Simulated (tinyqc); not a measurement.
Filling the band: three-level Kane dispersion of a narrow-gap semiconductor.

Zero of energy at Gamma8, c = hbar^2/2m0, P^2 = Ep c. The free-electron term and remote bands are left out, so the heavy holes are flat at E = 0 and the other three bands obey E (E - Eg)(E + Dso) = P^2 k^2 (E + 2 Dso/3). The conduction band is the highest root; its edge is Ec = max(Eg, 0).

Degenerate electrons at T = 0: kF = (3 pi^2 n)^(1/3), 1 cm^-3 = 1e-24 angstrom^-3; EF is the highest root at kF. The momentum (cyclotron, optical) mass is m(E) = hbar^2 k/(dE/dk) = c d(k^2)/dE with d(k^2)/dE = k^2 [1/E + 1/(E - Eg) + 1/(E + Dso) - 1/(E + 2 Dso/3)]; the density of states is k d(k^2)/dE/(2 pi^2).

Edge mass m0* = 3 |Eg|/(2 Ep).
Constants: hbar^2/2m0 = 3.80998211 eV angstrom^2.

Parameters, chosen for this exercise (out of a larger set: near those of grey Sn; not measured data): Eg = -0.428 eV (E(Gamma6) - E(Gamma8)); Dso = 0.81 eV (spin-orbit splitting); Ep = 22.7 eV (Kane energy).

n from 1e15 to 1e19 cm^-3. The last column is the local power d ln(EF - Ec)/d ln n = kF^2/(1.5 (EF - Ec) d(k^2)/dE).

Results:
```
n (cm^-3)  kF (1/angstrom)  EF - Ec (meV)  parabolic (meV)   m(EF)  m(EF)/m0*  power
1.0e+15            0.00309            1.3              1.3  0.0284       1.00  0.665
1.0e+16            0.00667            5.9              6.0  0.0289       1.02  0.660
3.0e+16            0.00961           12.2             12.4  0.0295       1.04  0.653
1.0e+17            0.01436           26.6             27.8  0.0308       1.09  0.639
3.0e+17            0.02071           53.0             57.8  0.0334       1.18  0.616
1.0e+18            0.03094          108.9            128.9  0.0386       1.37  0.578
3.0e+18            0.04462          200.7            268.2  0.0471       1.67  0.535
1.0e+19            0.06665          370.9            598.4  0.0626       2.21  0.486
```

What can be read from this table?

The power falls from 0.665 to 0.486: 2/3 marks a parabola, 1/3 a linear band. The parabola is within 10 % up to n = 3.0e+17 cm^-3. The mass has doubled by n = 1.0e+19 cm^-3 and ends at 2.2 times its edge value. Side valleys are left out; where they lie low (GaSb, grey Sn: about 0.1 eV) they take the electrons long before the last rows.

Program tinyqc; command `OMP_NUM_THREADS=1 python tinyqc.py 1050719 1050720 out.jsonl`; about 0.01 s on one thread of a shared Intel(R) Xeon(R) Processor @ 2.30GHz.
